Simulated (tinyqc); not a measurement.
Towards the loss of the bound state: donor level screened by free carriers (Yukawa potential).

Potential -(q/(eps r)) exp(-ks r), q = e^2/(4 pi eps0). In units Ry* = Ry m/eps^2 and a* = a0 eps/m the problem is [-Laplacian - 2 exp(-x r)/r] psi = E psi with x = ks a*.

Converged values use 18 functions exp(-z r), z = 1.55^i, i = -11 to 6: S = 2/A^3, H = z_i z_j S - 2/(A + x)^2, A = z_i + z_j.

Parameters, chosen for this exercise (out of a larger set: near those of a donor in GaAs, with one mean mass; not measured data): xs = (0.07, 0.15, 0.25, 0.45, 0.78, 0.92, 1.04) (values of x).

First order (-1 + 2x), one-parameter (minimum of z^2 - 8 z^3/(2z + x)^2) and converged 1s energies in Ry*, and the mean radius in a*; a dash marks an unbound result.

Results:

| x | first order | trial function | converged | <r> |
|---|---|---|---|---|
| 0.07 | -0.8600 | -0.8670 | -0.8670 | 1.51 |
| 0.15 | -0.7000 | -0.7309 | -0.7309 | 1.53 |
| 0.25 | -0.5000 | -0.5815 | -0.5818 | 1.58 |
| 0.45 | -0.1000 | -0.3420 | -0.3443 | 1.74 |
| 0.78 | - | -0.0875 | -0.0992 | 2.46 |
| 0.92 | - | -0.0245 | -0.0420 | 3.32 |
| 1.04 | - | - | -0.0128 | 5.31 |

How do the results move, and what explains it?

First order loses the state at x = 0.5, the trial function reaches zero energy at x = 1.00, and the exact limit is 1.19. The radius starts at 1.5 a*, grows slowly at first (1.58 at x = 0.25), then steadily, and swells towards the end (5.3 at 1.04), where a single exponential fails: the binding vanishes as the square of the distance from 1.19.

tinyqc: `OMP_NUM_THREADS=1 python tinyqc.py 1281558 1281559 out.jsonl`; about 0.02 s, one thread, shared Intel(R) Xeon(R) Processor @ 2.30GHz.
